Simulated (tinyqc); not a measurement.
Plane-wave Kohn-Sham cycle with exchange-only LDA in a layered model solid, step by step. One step of it, computed by the program tinyqc.

Problem. Iteration 1: levels at that k. Diagonalise the Hermitian matrix.

H (hartree), lower triangle:
```
           -3         -2         -1         +0         +1         +2        +3
-3   1.094218
-2  -0.160000   0.385399
-1  -0.035000  -0.160000  -0.039893
+0   0.000000  -0.035000  -0.160000  -0.181657
+1   0.000000   0.000000  -0.035000  -0.160000  -0.039893
+2   0.000000   0.000000   0.000000  -0.035000  -0.160000   0.385399
+3   0.000000   0.000000   0.000000   0.000000  -0.035000  -0.160000  1.094218
```

Give: eigenvalues.

Solution.

eigenvalues (hartree): -0.388  -0.069  0.074  0.408  0.415  1.129  1.129
